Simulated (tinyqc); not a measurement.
Short-channel transistor, virtual-source model with series resistance: one step of the calculation.

The current per gate width is the charge at the top of the source barrier (the virtual source) times its velocity times a saturation function; al and be are fitting constants of the model. Units: I in uA/um, Rs in ohm um, so I Rs = 1e-6 I Rs in volts; Q in uC/cm^2, so I = 1e-4 Q vx0 Fsat with vx0 in cm/s.

Question. Current through the series resistance. Intrinsic voltages Vg' = Vgs - I Rs, Vd' = Vds - 2 I Rs. n = n0 + nd Vd', VT = VT0 - dl Vd', Ff = 1/(1 + exp((Vg' - VT + al Vt/2)/(al Vt))), Q = Cinv n Vt ln(1 + exp((Vg' - VT + al Vt Ff)/(n Vt))), Vdsat = (vx0 L/mu)(1 - Ff) + Vt Ff, Fsat = u/(1 + u^be)^(1/be) with u = Vd'/Vdsat, and I(out) = Q vx0 Fsat per width. (Fsat takes the sign of u.) I(new) = I + 0.3 (I(out) - I).

Inputs (values chosen for the exercise): temperature T = 300 K; inversion capacitance Cinv = 2.9 uF/cm^2; velocity at the virtual source vx0 = 2.19e7 cm/s; apparent mobility mu = 1100 cm^2/(V s); channel length L = 65 nm; threshold at zero drain voltage VT0 = 0.405 V; drain-induced barrier lowering dl = 0.155 V/V; subthreshold factor n0 = 1.53; growth of n with drain voltage nd = 0.1 1/V; threshold shift (in units of Vt) from weak to strong inversion al = 3.5; sharpness of saturation be = 1.4; series resistance of each contact Rs = 30 ohm um; gate voltage Vgs = 0.9 V; drain voltage Vds = 0.45 V.

Constants: q = 1.602176634e-19 C, kB = 1.380649e-23 J/K, Vt = kB T/q. Results are converted to the units shown.

I at the start = 0 uA/um

Find: Vg'; Vd'; VT; Ff; Q; Vdsat; Fsat; I(out); I after iteration 1.

Answer.

Vg' = 0.90000 V
Vd' = 0.45000 V
VT = 0.33525 V
Ff = 0.0011794
Q = 1.6381 uC/cm^2
Vdsat = 0.12929 V
Fsat = 0.89149
I(out) = 3198.1 uA/um
I after iteration 1 = 959.44 uA/um

Computed by the program tinyqc: `OMP_NUM_THREADS=1 python tinyqc.py 2380043 2380044 out.jsonl`, one thread of a shared Intel Xeon 2.30GHz, about 0.01 s for the whole run.
